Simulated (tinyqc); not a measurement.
# Thickness from two neighbouring fringes

Problem. At normal incidence a transparent film with an index between those of air and substrate, taken as constant, has reflectance minima at 2 n1 d = (m + 1/2) lam (small phase shifts at the substrate neglected). Find d and the order m of the shorter wavelength.

Inputs (values chosen for the exercise):
```
symbol  value  unit                        meaning
n1      2.397        index of the transparent film
```

wavelengths of two neighbouring reflectance minima (nm): 443  620.2

Answer. Neighbouring orders differ by one: 2 n1 d (1/lam1 - 1/lam2) = 1.

d = 323 nm
m = 3

tinyqc, about 0.4 s, one thread, Intel Xeon 2.30GHz (shared host): `OMP_NUM_THREADS=1 python tinyqc.py 2870201 2870202 out.jsonl`
